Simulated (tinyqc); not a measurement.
Pillar capacitor in an array: capacitance, non-linearity, leakage and relaxation: two steps of the calculation.

A film between two metal electrodes, each interface adding a series capacitance ci. The small-signal permittivity is ek (1 + aq E^2); the field is found with the linear permittivity. Leakage J = J0 sinh(E/Ef). After a voltage step the film passes a relaxation current kr C V tt^(-nr), tt being the time in seconds. The sidewall is a coaxial capacitor with radii a = dm/2 and b = dm/2 + t, depth AR dm; the end face is left out.

Values chosen for this exercise; permittivity of the order of that of strontium titanate: relative permittivity of the film ek = 155; film thickness t = 13 nm; capacitance of each electrode interface (dead layer and screening) ci = 1000 uF/cm^2; quadratic field coefficient of the permittivity aq = -0.031 cm^2/MV^2; bias V = 0.7 V; leakage prefactor J0 = 1.7e-11 A/cm^2; field for an e-fold rise of the leakage Ef = 0.26 MV/cm; diameter of the pillar dm = 56 nm; aspect ratio, depth over diameter AR = 50; pitch of the square array pt = 110 nm; resistivity of the inner electrode rho = 1600 uohm cm.

Constants: eps0 = 8.8541878128e-14 F/cm where lengths are in cm. Results are converted to the units shown.

Problem 1. Planar capacitance, field and non-linearity. Planar film: Cf = eps0 ek/t, 1/C = 1/Cf + 2/ci, EOT = 3.9 eps0/C, effective permittivity C t/eps0, E = (V/t) C/Cf; quadratic coefficient [C(V)/C - 1]/V^2 with Cf (1 + aq E^2) in C(V).

Find: Cf; C; EOT; effective permittivity; E; quadratic coefficient; J.

Solution 1.

Cf = 10.557 uF/cm^2
C = 10.339 uF/cm^2
EOT = 0.33400 nm
effective permittivity = 151.80
E = 0.52733 MV/cm
quadratic coefficient = -17232 ppm/V^2
J = 6.3484e-11 A/cm^2

The interfaces take 2.07 % of the voltage.

Problem 2. Cell capacitance, fields and time constant. Per length 1/c = ln(b/a)/(2 pi eps0 ek) + (1/a + 1/b)/(2 pi ci); cell capacitance c AR dm; per footprint over pt^2; fields c V/(2 pi eps0 ek r) at r = a and b; resistance of the inner electrode rho AR dm/(pi a^2); time constant R C/3 of the distributed line.

Wanted: a; b; cell capacitance; capacitance per footprint; field at a; field at b; R; R C/3.

Solution 2.

a = 28.00 nm
b = 41.00 nm
cell capacitance = 61.97 fF
capacitance per footprint = 512.1 uF/cm^2
field at a = 0.6417 MV/cm
field at b = 0.4382 MV/cm
R = 18.19 kohm
R C/3 = 375.7 ps

The array gives 49.5 times the planar capacitance per footprint; curvature makes the field at the inner electrode 1.22 times the planar value.

tinyqc, about 0.01 s, one thread, Intel Xeon 2.30GHz (shared host): `OMP_NUM_THREADS=1 python tinyqc.py 2102196 2102197 out.jsonl`
